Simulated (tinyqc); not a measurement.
Crystal pulling from the melt: segregation, interface stability, heat balance and point-defect regime: one step, computed by the program tinyqc.

A dilute solute; steady pulling with a flat interface unless it is found unstable.

Question. Concentration at the frozen fraction g. Axial profile: C_s = k_eff C0 (1 - g)^(k_eff - 1 + beta), where beta, the evaporation velocity times the free melt area over the volume growth rate, is taken constant; bulk melt C_L = C_s/k_eff. Usable fraction: the g at which C_s has changed by 30 % from its first value (0.99 at most).

Inputs (values chosen for the exercise, modelled on arsenic in silicon): initial melt concentration C0 = 7.1e+17 1/cm^3; frozen fraction g = 0.47; evaporation number beta = 0.062.

Loss from the melt surface: evaporation.

k_eff = 0.3779326

Give: C_s; C_L; usable fraction.

Answer.

C_s = 3.829e+17 1/cm^3

C_L = 1.013e+18 1/cm^3

usable fraction = 0.3740

C_s rises along the crystal, evaporation notwithstanding.
